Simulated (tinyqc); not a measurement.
MOSFET in the linear regime without short-channel effects, parameter extraction from computed curves: two steps of the calculation.

Inversion charge Q = Cox n Vt W0(exp((Vg - VT)/(n Vt))), W0 the Lambert function and n = nf; u = Q/Cox; mobility mu = mu0/(1 + th1 u + th2 u^2); channel resistance Rch = (L - dL)/(W mu Q); Id = Vd/(Rch + Rsd/W). Cox = eps0 eox/tox. Small Vd, no channel-length or drain effects.

Parameters, values chosen for the exercise; channel values of the order met in silicon transistors: temperature T = 400 K; relative permittivity of the gate insulator (close to hafnium oxide) eox = 22.5; insulator thickness tox = 14 nm; low-field mobility mu0 = 120 cm^2/(V s); first mobility attenuation factor th1 = 0.36 1/V; second mobility attenuation factor th2 = 0.14 1/V^2; threshold voltage VT = 0.35 V; body factor nf = 1.06; gate width W = 1 um; drawn gate length L = 0.13 um; drawn less effective length dL = 0.008 um; source plus drain resistance Rsd = 460 ohm um; drain voltage Vd = 0.025 V.

Constants: q = 1.602176634e-19 C, kB = 1.380649e-23 J/K, Vt = kB T/q, eps0 = 8.8541878128e-14 F/cm where lengths are in cm. Results are converted to the units shown.

Problem 1. Transfer curve. u, mu, Rch and Id as defined.

| point | Vg (V) |
|---|---|
| 0 | 0.19 |
| 1 | 0.27 |
| 2 | 0.35 |
| 3 | 0.43 |
| 4 | 0.51 |
| 5 | 0.59 |
| 6 | 0.67 |
| 7 | 0.75 |
| 8 | 0.83 |
| 9 | 0.91 |

Wanted: u; mu; Rch; Id.

Solution 1.

| point | u (V) | mu (cm^2/(V s)) | Rch (ohm) | Id (uA) |
|---|---|---|---|---|
| 0 | 4.5244e-4 | 119.98 | 1.5794e6 | 0.015824 |
| 1 | 0.0036973 | 119.84 | 1.9349e5 | 0.12890 |
| 2 | 0.020722 | 119.10 | 34737 | 0.71028 |
| 3 | 0.061171 | 117.35 | 11943 | 2.0156 |
| 4 | 0.11736 | 114.92 | 6356.5 | 3.6676 |
| 5 | 0.18144 | 112.16 | 4213.0 | 5.3499 |
| 6 | 0.24977 | 109.22 | 3142.7 | 6.9393 |
| 7 | 0.32064 | 106.21 | 2517.5 | 8.3963 |
| 8 | 0.39319 | 103.16 | 2113.6 | 9.7140 |
| 9 | 0.46691 | 100.12 | 1834.1 | 10.898 |

Problem 2. Threshold and mobility at the peak transconductance. gm_i = (Id_(i+1) - Id_(i-1))/(Vg_(i+1) - Vg_(i-1)); at the point j of largest gm the tangent meets the axis at V_ext = Vg_j - Id_j/gm_j; field-effect mobility gm_j L/(W Cox Vd) with the drawn L.

| point | Vg (V) | Id (uA) |
|---|---|---|
| 0 | 0.19 | 0.015824329 |
| 1 | 0.27 | 0.12889750 |
| 2 | 0.35 | 0.71027940 |
| 3 | 0.43 | 2.0156455 |
| 4 | 0.51 | 3.6675670 |
| 5 | 0.59 | 5.3499390 |
| 6 | 0.67 | 6.9393057 |
| 7 | 0.75 | 8.3963458 |
| 8 | 0.83 | 9.7139684 |
| 9 | 0.91 | 10.897589 |

Wanted: gm; j; V_ext; field-effect mobility.

Solution 2.

| point | gm (uS) |
|---|---|
| 1 | 4.340 |
| 2 | 11.79 |
| 3 | 18.48 |
| 4 | 20.84 |
| 5 | 20.45 |
| 6 | 19.04 |
| 7 | 17.34 |
| 8 | 15.63 |

j = 4
V_ext = 0.3340 V
field-effect mobility = 76.15 cm^2/(V s)

V_ext is 16 mV below the model VT, and the mobility so found is 40 % below mu0 L/(L - dL) = 128 cm^2/(V s), the value for the drawn L; attenuation, series resistance and the slow approach of Q to a straight line all lower the peak gm.

Computed by the program tinyqc: `OMP_NUM_THREADS=1 python tinyqc.py 2210122 2210123 out.jsonl`, one thread of a shared Intel Xeon 2.30GHz, about 0.01 s for the whole run.
